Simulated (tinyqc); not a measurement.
Inputs raised by 10 %, one at a time: global model of a low-pressure process discharge: electron temperature, density, ion flux and ion energy. Computed by tinyqc, a small Python program. Command: `OMP_NUM_THREADS=1 python tinyqc.py 3112372 3112373 out.jsonl plasma sens`. One thread of a shared host (Intel(R) Xeon(R) Processor @ 2.30GHz), about 0.01 s of CPU time with the checks.

Maxwellian electrons with temperature T_e in eV, one positive ion, no negative ions, uniform bulk density n; rate constants have the Arrhenius form.

Inputs (values chosen for the exercise, of the order of those of an inductive discharge in a simple atomic gas):
```
quantity                          value   unit
ion mass M                           19      u
ionisation prefactor K0         2.8e-14  m^3/s
ionisation energy E_iz             12.5     eV
excitation prefactor X0         1.5e-14  m^3/s
excitation energy E_ex             9.96     eV
elastic rate constant K_el      1.8e-13  m^3/s
ion-neutral cross section       6.3e-19    m^2
pressure p                         0.29     Pa
gas temperature T_g                 600      K
radius R                             22     cm
height L                             19     cm
absorbed power P                   2300      W
bias power P_b                      200      W
radius of the biased electrode        5     cm
bias frequency                    13.56    MHz
```

Constants: k_B = 1.380649e-23 J/K; e = 1.602176634e-19 C; u = 1.6605390666e-27 kg; m_0 = 9.1093837015e-31 kg; eps_0 = 8.8541878128e-12 F/m.

Method:
- n_g = p/(k_B T_g); lambda_i = 1/(n_g sigma); h_L = 0.86/sqrt(3 + L/(2 lambda_i)), h_R = 0.8/sqrt(4 + R/lambda_i); A_eff = 2 pi R^2 h_L + 2 pi R L h_R; d_eff = pi R^2 L/A_eff.
- Particle balance: K0 exp(-E_iz/T_e) n_g d_eff = u_B, u_B = sqrt(e T_e/M).
- Root found by bracketing.
- E_c = E_iz + (X0 exp(-E_ex/T_e) E_ex + K_el (3 m_0/M) T_e)/K_iz; wall potential V_s = (T_e/2) ln(M/(2 pi m_0)); E_T = E_c + 2 T_e + T_e/2 + V_s; n = P/(e u_B A_eff E_T); ion current density J = e h_L n u_B; ionised share n/n_g.
- All bias power goes to ions: V_b = P_b/(J pi r^2). Debye length at the sheath edge lambda_D = sqrt(eps_0 T_e/(e h_L n)); Child-law sheath s = (sqrt2/3) lambda_D (2 V/T_e)^(3/4), V = V_b + V_s; ion transit time tau_i = 3 s sqrt(M/(2 e V)); collisions in the sheath s/lambda_i.

Runs:
```
input moved                         from        to  T_e (eV)  plasma density n (1/cm^3)  bias voltage V_b (V)  sheath width s (mm)
base run                               -         -     3.486                  3.864e+11                 256.6               0.7522
ion mass M (u)                        19      20.9     3.433                  4.090e+11                 256.2               0.7330
ionisation prefactor K0 (m^3/s)  2.8e-14  3.08e-14     3.381                  4.050e+11                 248.6               0.7229
ionisation energy E_iz (eV)         12.5     13.75     3.894                  3.179e+11                 295.1               0.8947
excitation prefactor X0 (m^3/s)  1.5e-14  1.65e-14     3.486                  3.776e+11                 262.6               0.7735
gas temperature T_g (K)              600       660     3.623                  3.660e+11                 260.7               0.7678
radius R (cm)                         22      24.2     3.436                  3.378e+11                 295.7               0.8925
bias power P_b (W)                   200       220     3.486                  3.864e+11                 282.3               0.8049
```

Exponents ln(y'/y) / ln(x'/x):
```
input                       T_e  plasma density n  bias voltage V_b  sheath width s
ion mass M               -0.161             0.597            -0.017          -0.272
ionisation prefactor K0  -0.318             0.494            -0.335          -0.418
ionisation energy E_iz    1.163            -2.047             1.466           1.820
excitation prefactor X0   0.000            -0.242             0.242           0.293
gas temperature T_g       0.406            -0.567             0.164           0.215
radius R                 -0.150            -1.410             1.485           1.793
bias power P_b            0.000             0.000             1.000           0.710
```

To which inputs is each result most sensitive?

Among the inputs moved here: T_e answers most in size to ionisation energy E_iz (exponent +1.163), next to gas temperature T_g (+0.406); its exponent is below 0.0005 for excitation prefactor X0, bias power P_b. Plasma density n answers most in size to ionisation energy E_iz (exponent -2.047), next to radius R (-1.410); its exponent is below 0.0005 for bias power P_b. Bias voltage V_b answers most in size to radius R (exponent +1.485), and about equally to ionisation energy E_iz (+1.466). Sheath width s answers most in size to ionisation energy E_iz (exponent +1.820), and about equally to radius R (+1.793).
